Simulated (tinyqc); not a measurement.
Resistance of a tapered via with liner, size effect and interface: two steps of the calculation.

A round via whose diameter grows from db at the bottom as D(z) = db + 2 z/tan(ang). The fill, of diameter D - 2 tl, starts above the bottom liner (thickness fb tl) and has rho = rho0 (1 + ks lam/(D - 2 tl)); the sidewall liner conducts in parallel with it. The bottom liner and the interface are crossed over the full area pi db^2/4. Spreading in the lines above and below is left out.

Parameters, values chosen for the exercise; fill metal close to tungsten:

| symbol | value | unit | meaning |
|---|---|---|---|
| db | 33 | nm | diameter at the bottom |
| hv | 69 | nm | height |
| ang | 88 | degrees | sidewall angle |
| rho0 | 5.14 | uohm cm | bulk resistivity of the fill |
| lam | 15.7 | nm | mean free path of the fill |
| ks | 0.8 |  | size-effect factor |
| tl | 2.7 | nm | liner on the sidewall |
| fb | 0.7 |  | liner at the bottom over that on the sidewall |
| rl | 330 | uohm cm | resistivity of the liner |
| ri | 2.4e-12 | ohm cm^2 | interface resistivity at the bottom |
| Sb | 9.1e14 | S/m^2 | ballistic conductance per area, about 3/(4 rho0 lam) |

Problem 1. Slices of the via. Slices between z0 = fb tl and hv, evaluated at their midpoints: conductance per length pi/4 [(D - 2 tl)^2/rho + (D^2 - (D - 2 tl)^2)/rl], slice resistance = slice height over that. 9 slices.

Find: z; D; rho; slice resistance.

Solution 1.

```
slice,z (nm),D (nm),rho (uohm cm),slice resistance (ohm)
0,5.618,33.39,7.446,0.8937
1,13.07,33.91,7.404,0.8567
2,20.53,34.43,7.364,0.8219
3,27.99,34.95,7.324,0.7891
4,35.45,35.48,7.287,0.7583
5,42.90,36.00,7.250,0.7291
6,50.36,36.52,7.215,0.7016
7,57.81,37.04,7.181,0.6756
8,65.27,37.56,7.147,0.6510
```

Problem 2. Total resistance. R_fill = sum of the slices; R_bottom = rl fb tl/(pi db^2/4); R_interface = ri/(pi db^2/4); ballistic (Sharvin) limit 1/(Sb pi (db - 2 tl)^2/4); ideal cylinder rho0 hv/(pi db^2/4).

```
slice,slice resistance (ohm)
0,0.89369322
1,0.85667826
2,0.82187751
3,0.78912012
4,0.75825122
5,0.72913019
6,0.70162913
7,0.67563153
8,0.65103104
```

Find: parts; R; shares; ballistic limit; ideal cylinder.

Solution 2.

parts (ohm): fill 6.877, bottom liner 7.292, interface 0.2806
R = 14.45 ohm
shares (%): fill 47.59, bottom liner 50.47, interface 1.94
ballistic limit = 1.837 ohm
ideal cylinder = 4.147 ohm

The bottom liner is the largest part, and R is 3.48 times the ideal cylinder. With 2000 slices R = 14.451 ohm.

Program tinyqc, `OMP_NUM_THREADS=1 python tinyqc.py 2750030 2750031 out.jsonl`; Intel Xeon 2.30GHz, shared host, one thread, about 0.01 s.
